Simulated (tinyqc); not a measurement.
Empirical pseudopotential in a few plane waves, step by step. Computed by tinyqc, a small Python program that keeps every step. Settings: plane-wave index or count = 15. Command: `OMP_NUM_THREADS=1 python tinyqc.py 23108 23109 out.jsonl` (the two numbers bound the seeds that draw the settings). One thread of a shared host (Intel(R) Xeon(R) Processor @ 2.60GHz), about 0.2 s of CPU time with the checks.

## Bloch Hamiltonian at k

Parameters chosen for this model: fcc lattice, atoms at +/- a/8 (1,1,1); form factors in rydberg at |G|^2 in units of (2 pi/a)^2:
```
parameter                 value      unit
a                      6.120000  angstrom
VS(3)                 -0.244000        Ry
VS(8)                 -0.009000        Ry
VS(11)                 0.089000        Ry
VA(3)                         0        Ry
VA(4)                         0        Ry
VA(11)                        0        Ry
hbar^2/2m (2 pi/a)^2   4.015872        eV
```

k point k (2 pi / a): [-0.5500, -0.1500, 0.1000]

Basis: the 15 shortest G (labels in 2 pi/a), the same at every k. H(G,G') = c |k + G|^2 delta + VS(|G-G'|^2) cos((G-G').tau) + i VA sin((G-G').tau), tau = a/8 (1,1,1); 1 Ry = 13.605693 eV.

H(k) at k (eV), order +0+0+0, -1-1-1, -1-1+1, -1+1-1, -1+1+1, +1-1-1, +1-1+1, +1+1-1, +1+1+1, -2+0+0, +0-2+0, +0+0-2, +0+0+2, +0+2+0, +2+0+0:
```
[[1.3453, 2.3474, -2.3474, -2.3474, -2.3474, -2.3474, -2.3474, -2.3474, 2.3474, 0.0000, 0.0000, 0.0000, 0.0000, 0.0000, 0.0000],
 [2.3474, 18.2120, 0.0000, 0.0000, 0.1225, 0.0000, 0.1225, 0.1225, 0.0000, -2.3474, -2.3474, -2.3474, -0.8562, -0.8562, -0.8562],
 [-2.3474, 0.0000, 19.8183, -0.1225, 0.0000, -0.1225, 0.0000, 0.0000, 0.1225, -2.3474, -2.3474, 0.8562, 2.3474, -0.8562, -0.8562],
 [-2.3474, 0.0000, -0.1225, 15.8025, 0.0000, -0.1225, 0.0000, 0.0000, 0.1225, -2.3474, 0.8562, -2.3474, -0.8562, 2.3474, -0.8562],
 [-2.3474, 0.1225, 0.0000, 0.0000, 17.4088, 0.0000, -0.1225, -0.1225, 0.0000, 2.3474, -0.8562, -0.8562, -2.3474, -2.3474, 0.8562],
 [-2.3474, 0.0000, -0.1225, -0.1225, 0.0000, 9.3771, 0.0000, 0.0000, 0.1225, 0.8562, -2.3474, -2.3474, -0.8562, -0.8562, 2.3474],
 [-2.3474, 0.1225, 0.0000, 0.0000, -0.1225, 0.0000, 10.9834, -0.1225, 0.0000, -0.8562, 2.3474, -0.8562, -2.3474, 0.8562, -2.3474],
 [-2.3474, 0.1225, 0.0000, 0.0000, -0.1225, 0.0000, -0.1225, 6.9675, 0.0000, -0.8562, -0.8562, 2.3474, 0.8562, -2.3474, -2.3474],
 [2.3474, 0.0000, 0.1225, 0.1225, 0.0000, 0.1225, 0.0000, 0.0000, 8.5739, -0.8562, -0.8562, -0.8562, -2.3474, -2.3474, -2.3474],
 [0.0000, -2.3474, -2.3474, -2.3474, 2.3474, 0.8562, -0.8562, -0.8562, -0.8562, 26.2437, -0.1225, -0.1225, 0.1225, 0.1225, 0.0000],
 [0.0000, -2.3474, -2.3474, 0.8562, -0.8562, -2.3474, 2.3474, -0.8562, -0.8562, -0.1225, 19.8183, -0.1225, 0.1225, 0.0000, 0.1225],
 [0.0000, -2.3474, 0.8562, -2.3474, -0.8562, -2.3474, -0.8562, 2.3474, -0.8562, -0.1225, -0.1225, 15.8025, 0.0000, 0.1225, 0.1225],
 [0.0000, -0.8562, 2.3474, -0.8562, -2.3474, -0.8562, -2.3474, 0.8562, -2.3474, 0.1225, 0.1225, 0.0000, 19.0152, -0.1225, -0.1225],
 [0.0000, -0.8562, -0.8562, 2.3474, -2.3474, -0.8562, 0.8562, -2.3474, -2.3474, 0.1225, 0.0000, 0.1225, -0.1225, 14.9993, -0.1225],
 [0.0000, -0.8562, -0.8562, -0.8562, 0.8562, 2.3474, -2.3474, -2.3474, -2.3474, 0.0000, 0.1225, 0.1225, -0.1225, -0.1225, 8.5739]]
```

## Levels at k

Diagonalise the Hermitian matrix.

eigenvalues (eV): [-1.9233, 3.1973, 6.4892, 6.6887, 10.8285, 11.6848, 13.6092, 14.3639, 16.0128, 17.7085, 18.8021, 19.6384, 23.3273, 23.8891, 28.6250]

## Bands along a path

The same steps at evenly spaced points between the labelled ones.

Bands along the path (eV), lowest eight:
```
k          band 1  band 2  band 3  band 4   band 5   band 6   band 7   band 8
L         -1.0968  1.8148  7.0827  7.0827   9.5875  13.4571  13.4571  15.6021
L-G 0.20  -1.5835  2.3965  7.0146  7.0146   9.6059  13.2612  13.2612  15.4489
L-G 0.40  -2.1531  3.4477  7.0705  7.0705   9.7588  13.0718  13.0718  13.9274
L-G 0.60  -2.6140  4.7529  7.2079  7.2079   9.8310  12.5164  12.7316  12.7316
L-G 0.80  -2.9040  6.2004  7.3551  7.3551   9.1801  12.0444  12.3408  12.3408
G         -3.0024  7.4202  7.4202  7.4202   8.1066  12.1701  12.1701  12.1701
G-X 0.20  -2.8709  6.0477  7.2488  7.2488   9.5092  11.6830  12.5566  12.5566
G-X 0.40  -2.4782  4.4881  6.8885  6.8885  10.9286  10.9745  13.5605  13.5605
G-X 0.60  -1.8310  3.0470  6.5682  6.5682  10.5105  11.2285  14.9515  14.9515
G-X 0.80  -0.9403  1.7488  6.4183  6.4183  10.3919  10.6752  16.6066  16.6066
X          0.1784  0.6154  6.5014  6.5014  10.1964  10.6593  18.4853  18.4853
```

With 4 band(s) filled, the highest filled level on these points lies at G and the lowest empty one at G: a gap of 0.6864 eV, direct. This holds for the small fixed basis; with all plane waves up to |k + G|^2 = 21 (2 pi/a)^2 the gap along the path is 1.94 eV.

## Convergence with the number of plane waves

Levels at G counted from the fourth one.

Levels (eV):
```
plane waves   level 1  level 5  level 8
9            -15.1725        0        0
15           -10.4226   0.6864   4.7499
27            -9.5935   1.5462   4.5485
51            -9.4456   1.9328   4.9255
59            -9.5422   1.9640   4.7213
65            -9.5809   1.9640   4.6770
89            -9.5409   1.9601   4.7016
```
